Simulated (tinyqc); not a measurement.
A finite superlattice with mass mismatch, transfer matrices: two steps of the calculation.

One electron of energy E comes from the left lead (band edge 0); no transverse momentum. Parabolic bands, masses in units of m0, C = hbar^2/(2 m0); psi and psi'/m are continuous at every interface. N periods of a barrier d1 followed by a well Lw; the right lead equals the left one.

Parameters, values chosen for the exercise:
```
symbol  value  unit            meaning
N           3        number of periods
```

Problem 1. Product of the matrices. The matrix of the later layer stands to the left: M = M_n ... M_2 M_1; det M = 1.

M of layer 1:
```
           1           2
1  2.4914761  0.22337021
2  23.313104   2.4914761
```

M of layer 2:
```
             1            2
1  -0.82739872  0.051632482
2   -6.1087778  -0.82739872
```

Wanted: M of one period.

Solution 1.

M of one period:
```
          1          2
1  -0.85773  -0.056175
2   -34.509    -3.4260
```

Problem 2. N periods by the Chebyshev identity. x = (M11 + M22)/2 of one period. For |x| < 1 the energy lies in a miniband and cos(th) = x; for |x| > 1 it lies in a gap and cosh(g) = |x|. M^N = U_(N-1)(x) M - U_(N-2)(x) 1, with U_n = sin((n + 1) th)/sin th in a band and sign(x)^n sinh((n + 1) g)/sinh g in a gap.

M of one period:
```
             1             2
1  -0.85773071  -0.056175137
2   -34.509106    -3.4259631
```

Find: x; g; U_(N-1); U_(N-2); M^N.

Solution 2.

x = -2.142
g = 1.395
U_(N-1) = 17.35
U_(N-2) = -4.284

M^N:
```
        1        2
1  -10.60  -0.9746
2  -598.7   -55.16
```

The energy lies in a gap: for large N each further period divides T(E) by exp(2 g) = 16.3.

Range of the model: Masses are held fixed, although real bands cease to be parabolic a few tenths of an eV from their edges (inside a barrier too).

Numbers from tinyqc (`OMP_NUM_THREADS=1 python tinyqc.py 2560040 2560041 out.jsonl`; about 0.01 s on one thread of a shared Intel Xeon 2.30GHz).
